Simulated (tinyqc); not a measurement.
## Lifetime from the low-frequency admittance

Inverse problem. At low frequency a p+-n diode with a base of width wb has C_diff/G = (tau/2)(1 - 2 x/sinh 2x), x = wb/sqrt(Dp tau). Find tau, x and the limit of C_diff/G for infinite lifetime, wb^2/(3 Dp).

Parameters, values chosen for the exercise:
- Dp = 8.5 cm^2/s (hole diffusion coefficient)
- wb = 19 um (width of the neutral base)

G = 2.8201406 S/cm^2
C_diff = 0.23501397 uF/cm^2

Solution. The ratio rises steadily with tau from tau/2 (long base) towards wb^2/(3 Dp) (short base), so one lifetime matches as long as the ratio is below that limit.

tau = 3.000e-7 s
x = 1.190
limit of C_diff/G = 1.416e-7 s

Numbers from tinyqc (`OMP_NUM_THREADS=1 python tinyqc.py 2890180 2890181 out.jsonl`; about 0.01 s on one thread of a shared Intel Xeon 2.30GHz).
